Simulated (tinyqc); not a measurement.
Inside a calculation. Method: CIS and TDHF on RHF in the 6-31g basis, for H2, spin multiplicity 1. Computed by tinyqc, a small Python program that keeps every step (integrals from PySCF). Settings: charge = 0, multiplicity = 1, basis = 6-31g, method = RHF, energy threshold = 1e-10, iteration cap = 81, orthogonalisation = canonical, start = Wolfsberg-Helmholz matrix, DIIS depth = 6, TDHF = 1. Command: `OMP_NUM_THREADS=1 python tinyqc.py 27308 27309 out.jsonl` (the two numbers bound the seeds that draw the settings). One thread of a shared host (Intel(R) Xeon(R) Processor @ 2.60GHz), about 0.04 s of CPU time with the checks. Later iterations appear only in the table of the cycle.

## One-electron integrals

Geometry (angstrom):

| atom | x | y | z |
|---|---|---|---|
| H | 0.000000 | 0.000000 | 0.000000 |
| H | 0.000000 | 0.000000 | 1.016000 |

Basis 6-31g: exponents (1/bohr^2) and contraction coefficients of normalised primitives:

| element | l (shell) | exponent | coefficient |
|---|---|---|---|
| H | s (1) | 18.731137 | 0.033495 |
| H | s (1) | 2.825394 | 0.234727 |
| H | s (1) | 0.640122 | 0.813757 |
| H | s (2) | 0.161278 | 1.000000 |

Overlap, kinetic and nuclear-attraction integrals over the contracted functions; the nuclear repulsion is the sum of Za Zb / Rab.

nuclear repulsion = 0.52084371 hartree

overlap S, lower triangle:
```
          1H 1s     1H 2s     2H 1s     2H 2s
1H 1s  1.000000
1H 2s  0.658292  1.000000
2H 1s  0.243158  0.405539  1.000000
2H 2s  0.405539  0.742854  0.658292  1.000000
```

kinetic energy T (hartree), lower triangle:
```
          1H 1s     1H 2s     2H 1s     2H 2s
1H 1s  1.395678
1H 2s  0.259735  0.241917
2H 1s  0.020486  0.108043  1.395678
2H 2s  0.108043  0.144096  0.259735  0.241917
```

nuclear attraction V (hartree), lower triangle:
```
           1H 1s      1H 2s      2H 1s      2H 2s
1H 1s  -2.173342
1H 2s  -1.080592  -1.097604
2H 1s  -0.472482  -0.686345  -2.173342
2H 2s  -0.686345  -0.865628  -1.080592  -1.097604
```

core Hamiltonian H = T + V (hartree), lower triangle:
```
           1H 1s      1H 2s      2H 1s      2H 2s
1H 1s  -0.777663
1H 2s  -0.820857  -0.855688
2H 1s  -0.451996  -0.578302  -0.777663
2H 2s  -0.578302  -0.721532  -0.820857  -0.855688
```

## Two-electron integrals

Functions are numbered as in S; the eight-fold symmetry (ij|kl) = (ji|kl) = (kl|ij) leaves the list below.

Two-electron integrals (ij|kl) in chemists' order, unique and non-zero (hartree):
```
(11|11) 1.076566   (21|11) 0.578470   (21|21) 0.329423   (22|11) 0.587396
(22|21) 0.361304   (22|22) 0.453150   (31|11) 0.195898   (31|21) 0.114359
(31|22) 0.129728   (31|31) 0.054989   (32|11) 0.233677   (32|21) 0.145712
(32|22) 0.185629   (32|31) 0.076394   (32|32) 0.123920   (33|11) 0.512205
(33|21) 0.328438   (33|22) 0.438531   (33|31) 0.195898   (33|32) 0.346589
(33|33) 1.076566   (41|11) 0.346589   (41|21) 0.198642   (41|22) 0.220088
(41|31) 0.076394   (41|32) 0.100203   (41|33) 0.233677   (41|41) 0.123920
(42|11) 0.402486   (42|21) 0.250027   (42|22) 0.320665   (42|31) 0.104012
(42|32) 0.160276   (42|33) 0.402486   (42|41) 0.160276   (42|42) 0.250063
(43|11) 0.328438   (43|21) 0.209103   (43|22) 0.278687   (43|31) 0.114359
(43|32) 0.198642   (43|33) 0.578470   (43|41) 0.145712   (43|42) 0.250027
(43|43) 0.329423   (44|11) 0.438531   (44|21) 0.278687   (44|22) 0.377337
(44|31) 0.129728   (44|32) 0.220088   (44|33) 0.587396   (44|41) 0.185629
(44|42) 0.320665   (44|43) 0.361304   (44|44) 0.453150
```

## Orthogonalisation

S = U s U^T; canonical form X = U s^(-1/2), so that X^T S X = 1. Each column of U has its largest component positive (the first on a tie).

eigenvalues of S: 0.151595  0.400230  0.862392  2.585783

X:
```
               1          2          3         4
1H 1s  -0.699842   0.876046   0.702629  0.273089
1H 2s   1.675852  -0.694137   0.293420  0.344656
2H 1s   0.699842   0.876046  -0.702629  0.273089
2H 2s  -1.675852  -0.694137  -0.293420  0.344656
```

## Starting guess

The start is the generalised Wolfsberg-Helmholz matrix (K = 1.75) built on H; D = 2 C_occ C_occ^T.

D at the start, lower triangle:
```
          1H 1s     1H 2s     2H 1s     2H 2s
1H 1s  0.102363
1H 2s  0.172386  0.290310
2H 1s  0.102363  0.172386  0.102363
2H 2s  0.172386  0.290310  0.172386  0.290310
```

## Iteration 1: building the Fock matrix

J_ij = sum D_kl (ij|kl), K_ij = sum D_kl (ik|jl); F = H + J - 0.5 K; E = tr D H + tr D J / 2 - 0.25 tr D K + E_nn.

Coulomb J (hartree), lower triangle:
```
          1H 1s     1H 2s     2H 1s     2H 2s
1H 1s  1.247000
1H 2s  0.751604  0.919390
2H 1s  0.318610  0.481875  1.247000
2H 2s  0.481875  0.717991  0.751604  0.919390
```

exchange K (hartree), lower triangle:
```
          1H 1s     1H 2s     2H 1s     2H 2s
1H 1s  0.787580
1H 2s  0.734917  0.796599
2H 1s  0.532130  0.644577  0.787580
2H 2s  0.644577  0.754078  0.734917  0.796599
```

Fock matrix F (hartree), lower triangle:
```
           1H 1s      1H 2s      2H 1s      2H 2s
1H 1s   0.075547
1H 2s  -0.436711  -0.334598
2H 1s  -0.399451  -0.418716   0.075547
2H 2s  -0.418716  -0.380580  -0.436711  -0.334598
```

total energy of this density = -1.08100706 hartree

## Iteration 1: diagonalisation and new density

Diagonalise F' = X^T F X, C = X C', fill 1 alpha and 1 beta electrons from the bottom; D = 2 C_occ C_occ^T. Each column has its largest component positive (the first on a tie).

F' = X^T F X (hartree), lower triangle:
```
           1          2         3          4
1   0.807993
2   0.000000   0.894378
3  -0.456908   0.000000  0.462078
4   0.000000  -0.005040  0.000000  -0.540277
```

orbital energies (hartree): MO1 -0.540295, MO2 0.146487, MO3 0.894396, MO4 1.123584

coefficients C:
```
            MO1        MO2        MO3        MO4
1H 1s  0.276164   0.180393   0.875081  -0.975153
1H 2s  0.342215   1.193850  -0.695343   1.212146
2H 1s  0.276164  -0.180393   0.875081   0.975153
2H 2s  0.342215  -1.193850  -0.695343  -1.212146
```

D after iteration 1, lower triangle:
```
          1H 1s     1H 2s     2H 1s     2H 2s
1H 1s  0.152534
1H 2s  0.189015  0.234223
2H 1s  0.152534  0.189015  0.152534
2H 2s  0.189015  0.234223  0.189015  0.234223
```

## Iteration 8 (converged): orbitals

converged F (hartree), lower triangle:
```
           1H 1s      1H 2s      2H 1s      2H 2s
1H 1s   0.091241
1H 2s  -0.426554  -0.311001
2H 1s  -0.408912  -0.414767   0.091241
2H 2s  -0.414767  -0.360517  -0.426554  -0.311001
```

As before.

F' = X^T F X (hartree), lower triangle:
```
           1          2         3          4
1   0.823350
2   0.000000   0.911706
3  -0.466099   0.000000  0.492644
4   0.000000  -0.019777  0.000000  -0.523664
```

orbital energies (hartree): MO1 -0.523937, MO2 0.163437, MO3 0.911978, MO4 1.152558

coefficients C:
```
            MO1        MO2        MO3        MO4
1H 1s  0.285130   0.170164   0.872201  -0.976990
1H 2s  0.335062   1.206488  -0.698818   1.199568
2H 1s  0.285130  -0.170164   0.872201   0.976990
2H 2s  0.335062  -1.206488  -0.698818  -1.199568
```

D after iteration 8, lower triangle:
```
          1H 1s     1H 2s     2H 1s     2H 2s
1H 1s  0.162598
1H 2s  0.191072  0.224533
2H 1s  0.162598  0.191072  0.162598
2H 2s  0.191072  0.224533  0.191072  0.224533
```

## Convergence

Stop when the energy changes by less than 1e-10 hartree and every element of the error matrix X^T (F D S - S D F) X is below 3e-06.

Course of the cycle:

| iteration | E (hartree) | change | largest element of the error matrix |
|---|---|---|---|
| 1 | -1.08100706 | - | 1.62e-01 |
| 2 | -1.09159558 | -1.06e-02 | 2.49e-02 |
| 3 | -1.09185134 | -2.56e-04 | 2.11e-05 |
| 4 | -1.09185134 | -1.52e-10 | 8.69e-06 |
| 5 | -1.09185134 | -1.88e-11 | 5.48e-06 |
| 6 | -1.09185134 | -5.77e-12 | 4.00e-06 |
| 7 | -1.09185134 | -2.50e-12 | 3.15e-06 |
| 8 | -1.09185134 | -4.08e-12 | 1.36e-09 |

PySCF RHF in the same basis = -1.09185134 hartree

Converged in 8 iterations.

## Populations, bond orders and dipole

Mulliken: Z minus the diagonal of D S on the atom; Loewdin: the same with S^(1/2) D S^(1/2); Mayer order: 2 sum_s sum (D(s) S)_ij (D(s) S)_ji over the two atoms.

Charges (e):

| atom | Mulliken | Loewdin |
|---|---|---|
| 1H | 0 | 0 |
| 2H | 0.000000 | 0 |

Mayer bond orders:

| pair | order |
|---|---|
| 2-1 | 1.000000 |

dipole moment about the origin, x y z (debye): 0.000000  0.000000  0.000000

## Integrals over molecular orbitals

(pq|rs) = sum C_ip C_jq C_kr C_ls (ij|kl), one index at a time.

one-electron integrals over orbitals h = C^T H C (hartree), lower triangle:
```
           1          2          3         4
1  -1.088759
2   0.000000  -0.608604
3  -0.133214   0.000000  -0.000143
4   0.000000   0.192756   0.000000  0.129269
```

Two-electron integrals over orbitals (pq|rs), unique and non-zero (hartree):
```
(11|11) 0.564822    (21|21) 0.108106    (22|11) 0.440073    (22|22) 0.401117
(31|11) 0.133214    (31|22) 0.068377    (31|31) 0.093669    (32|21) 0.010557
(32|32) 0.037489    (33|11) 0.502895    (33|22) 0.402416    (33|31) 0.118332
(33|33) 0.472674    (41|21) -0.080448   (41|32) -0.049132   (41|41) 0.109633
(42|11) -0.136602   (42|22) -0.072479   (42|31) -0.080841   (42|33) -0.118535
(42|42) 0.082233    (43|21) -0.120173   (43|32) -0.038048   (43|41) 0.124931
(43|43) 0.173486    (44|11) 0.566461    (44|22) 0.447792    (44|31) 0.169274
(44|33) 0.530323    (44|42) -0.161949   (44|44) 0.627344
```

## CIS matrix, singlets

A(ia,jb) = (e_a - e_i) d_ij d_ab + 2 (ia|jb) - (ij|ab).

CIS matrix A, singlet (hartree), lower triangle:
```
           1>2       1>3       1>4
1>2   0.463512
1>3   0.000000  1.120357
1>4  -0.024294  0.000000  1.329299
```

## CIS singlet states

dipole integrals <i|r|a> (bohr):
```
            x         y          z
1>2  0.000000  0.000000  -1.235718
1>3  0.000000  0.000000   0.000000
1>4  0.000000  0.000000   0.072130
```

Diagonalise A (1 hartree = 27.211386 eV); each vector has its largest component positive (the first on a tie). The transition dipole is mu = sqrt2 sum c_ia <i|r|a>.

singlet excitation energies (eV): 12.594274  30.486471  36.190607

lowest vectors:
```
      state 1   state 2    state 3
1>2  0.999607  0.000000  -0.028026
1>3  0.000000  1.000000   0.000000
1>4  0.028026  0.000000   0.999607
```

oscillator strengths 2/3 w |mu|^2: 0.938504  0.000000  0.020202

## TDHF (RPA) singlet states

B(ia,jb) = 2 (ia|jb) - (ib|ja); the squared energies are the eigenvalues of (A - B)(A + B); 1 hartree = 27.211386 eV.

TDHF matrix B, singlet (hartree), lower triangle:
```
           1>2       1>3       1>4
1>2   0.108106
1>3   0.000000  0.093669
1>4  -0.080448  0.000000  0.109633
```

squared energies w^2 (hartree^2): 0.199965  1.246426  1.746445

TDHF energies from the positive w^2 (eV): 12.168251  30.379735  35.960696

## CIS matrix, triplets

A(ia,jb) = (e_a - e_i) d_ij d_ab - (ij|ab).

CIS matrix A, triplet (hartree), lower triangle:
```
          1>2       1>3       1>4
1>2  0.247300
1>3  0.000000  0.933020
1>4  0.136602  0.000000  1.110034
```

## CIS triplet states

Diagonalise A (1 hartree = 27.211386 eV); each vector has its largest component positive (the first on a tie).

triplet excitation energies (eV): 6.154878  25.388759  30.780052

lowest vectors:
```
       state 1   state 2   state 3
1>2   0.988266  0.000000  0.152741
1>3   0.000000  1.000000  0.000000
1>4  -0.152741  0.000000  0.988266
```

## TDHF (RPA) triplet states

B(ia,jb) = - (ib|ja); the squared energies are the eigenvalues of (A - B)(A + B); 1 hartree = 27.211386 eV.

TDHF matrix B, triplet (hartree), lower triangle:
```
           1>2        1>3        1>4
1>2  -0.108106
1>3   0.000000  -0.093669
1>4   0.080448   0.000000  -0.109633
```

squared energies w^2 (hartree^2): 0.031403  0.861752  1.262599

TDHF energies from the positive w^2 (eV): 4.822113  25.260492  30.576192
